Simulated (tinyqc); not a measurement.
Worked calculation: shallow acceptor in the spherical model (Baldereschi-Lipari), strong spin-orbit limit. Computed by tinyqc, a small Python program that keeps every step. Command: `OMP_NUM_THREADS=1 python tinyqc.py 3022932 3022933 out.jsonl acceptor walk`. One thread of a shared host (Intel(R) Xeon(R) Processor @ 2.30GHz), about 0.01 s of CPU time with the checks. Intermediate numbers are printed to about 6 digits and carried at full precision; extremes and crossings named in words are read from the listed rows.

The 1S(3/2) state has an s envelope f(r) and a d envelope g(r). In effective units they obey -(f'' + 2f'/r + 2f/r) + mu (g'' + 5g'/r + 3g/r^2) = E f and -(g'' + 2g'/r - 6g/r^2 + 2g/r) + mu (f'' - f'/r) = E g. The cubic term, the split-off band and the central cell are left out.

Inputs (values chosen for the exercise, modelled on GaP): Luttinger gamma_1 = 4.12; Luttinger gamma_2 = 0.476; Luttinger gamma_3 = 1.24; dielectric constant eps = 10.9; spin-orbit gap Delta_so = 82 meV; functions per channel n = 2; smallest exponent zeta_1 = 0.82 1/a*; ratio beta of exponents = 2.8.

Constants: Ry = 13.605693123 eV; a_0 = 0.529177210903 angstrom.

## Effective units and couplings

Ry* = Ry/(gamma_1 eps^2), a* = a_0 eps gamma_1, mu = (6 gamma_3 + 4 gamma_2)/(5 gamma_1), delta = (gamma_3 - gamma_2)/gamma_1; spherical masses 1/(gamma_1 (1 - mu)) (heavy) and 1/(gamma_1 (1 + mu)) (light).

Ry* = 27.7952 meV

a* = 23.7643 angstrom

mu = 0.453592

delta = 0.185437

heavy-hole mass = 0.444208 m_0

light-hole mass = 0.166978 m_0

Caution: gamma_3 and gamma_2 differ by more than 0.17 gamma_1: band warping, left out here, adds several per cent to the binding.

## Matrices in a small basis

zeta_i = zeta_1 beta^(i-1), i = 1..n, in both channels. Basis: f_i = exp(-zeta_i r), g_i = r exp(-zeta_i r), weight r^2 dr, s = zeta_i + zeta_j. S_ff = 2/s^3, H_ff = zeta_i zeta_j S_ff - 2/s^2; S_gg = 24/s^5, H_gg = 8/s^3 + 24 zeta_i zeta_j/s^5 - 12/s^4; H(f_i, g_j) = mu (6 zeta_i^2/s^4 + 2 zeta_i/s^3); S_fg = 0. Each function is normalised by sqrt(S_ii).

H (Ry*), rows f1, f2, g1, g2:
```
[[-0.9676, -0.842438, 0.440223, 0.602688],
 [-0.842438, 0.679616, 1.08129, 3.45135],
 [0.440223, 1.08129, 0.748933, 1.88679],
 [0.602688, 3.45135, 1.88679, 10.0044]]
```

S, rows f1, f2, g1, g2:
```
[[1.00000, 0.68309, 0.00000, 0.00000],
 [0.68309, 1.00000, 0.00000, 0.00000],
 [0.00000, 0.00000, 1.00000, 0.52982],
 [0.00000, 0.00000, 0.52982, 1.00000]]
```

## Lowest level in the small basis

H c = E S c with c^T S c = 1 and the largest component positive; the d weight is the part of the norm in g.

E = -1.18251 Ry*

coefficients: f1 0.736830, f2 0.291993, g1 -0.229677, g2 -0.078180

d weight = 0.0778906

## Converged levels

Large basis: zeta_i = 0.08 x 1.55^(i-1), i = 1..20 in each channel; overlap eigenvalues below 1e-11 are dropped. Binding energies are -E Ry*; the mass that fits is E(1S) eps^2/Ry.

1S(3/2) binding in Ry* = 1.23215

1S(3/2) binding energy = 34.2479 meV

2S(3/2) binding energy = 9.30114 meV

d weight of 1S(3/2) = 0.0897561

Hydrogenic mass that fits = 0.299066 m_0

The small basis recovers 96.0 % of the binding. The ratio 2S/1S is 0.272 against the hydrogenic 0.25. The fitted mass is 67 % of the heavy-hole mass. Caution: the binding exceeds a fifth of the spin-orbit gap Delta_so, so the split-off band, left out, matters.

## One mass for the acceptor?

Hydrogenic binding Ry m/eps^2; the density-of-states mass is (m_H^(3/2) + m_L^(3/2))^(2/3); errors are against the large basis.

1S binding energy:
```
mass                     value (m_0)  binding (meV)  error (%)
light hole                  0.166978        19.1218   -44.1667
1/gamma_1                   0.242718        27.7952   -18.8411
mean of heavy and light     0.305593        34.9954     2.1825
heavy hole                  0.444208        50.8690    48.5317
density of states           0.510074        58.4118    70.5557
```

The coupled result, 34.25 meV, lies between the 1/gamma_1 value (no coupling) and the heavy-hole value; the closest single rule here is "mean of heavy and light", off by +2.2 %.

## Binding against mu

The formulas are those given above.

1S(3/2):
```
mu    binding (Ry*)  d weight  binding x (1 - mu)
0.10        1.00907  0.004236            0.908167
0.14        1.01796  0.008315            0.875445
0.27        1.07059  0.031176            0.781532
0.45        1.22757  0.088297            0.675163
0.50        1.29854  0.109789            0.649270
0.80        2.58020  0.298280            0.516040
0.90        4.76833  0.388180            0.476833
0.95        9.14465  0.440016            0.457233
```

The binding grows from 1.009 to 9.14 Ry*, slowly at first (second order in mu), while the d weight rises to 0.44. The last column, the binding in units of the heavy-hole Rydberg, falls to 0.457, towards about 0.44 as mu tends to 1.

Checks made by the program: mu = 0 against hydrogen, 1 and 1/4 (relative difference 4e-06); the coupling element from the adjoint operator (relative difference below 1e-10).
